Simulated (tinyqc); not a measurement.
From results back to parameters: band-to-band tunnelling across a p-n junction in a two-band chain. Three cases, with inputs chosen for the exercise.

Problem. In a uniform field T = exp(-B/F), B = (pi/4) sqrt(m/c) Eg^(3/2), c = hbar^2/2m0, 1 V/angstrom = 100 MV/cm. m is the band-edge mass, the same for both bands (twice the reduced mass). The ratio below comes from a hidden m.

Constants: hbar^2/2m0 = 3.80998211 eV angstrom^2.

Case 1.

Values chosen (out of a larger set: gap and mass near those of InGaAs; not measured data):
- Eg = 0.756 eV (gap)
- F1 = 1.02 MV/cm (first field)
- F2 = 2.66 MV/cm (second field)

ln(T2/T1) = 3.272504

Case 2.

Values chosen (out of a larger set: gap and mass near those of InAs; not measured data):
- Eg = 0.374 eV (gap)
- F1 = 1.06 MV/cm (first field)
- F2 = 3.01 MV/cm (second field)

ln(T2/T1) = 0.876801

Case 3.

Values chosen (out of a larger set: gap and mass near those of Ge (direct gap); not measured data):
- Eg = 0.817 eV (gap)
- F1 = 0.99 MV/cm (first field)
- F2 = 2.05 MV/cm (second field)

ln(T2/T1) = 3.146293

Find: B; m.

Solution. B is the logarithm over 1/F1 - 1/F2, and m = c (4B/pi)^2/Eg^3 with B in V/angstrom.

Case 1.

B = 5.414 MV/cm
m = 0.0419 m0

Case 2.

B = 1.435 MV/cm
m = 0.0243 m0

Case 3.

B = 6.024 MV/cm
m = 0.0411 m0

Computed by tinyqc, one run a case: `OMP_NUM_THREADS=1 python tinyqc.py N N+1 out.jsonl` with N = 1480083, 1480090, 1480145; one thread of a shared Intel(R) Xeon(R) Processor @ 2.30GHz, about 0.01 s a run at most.
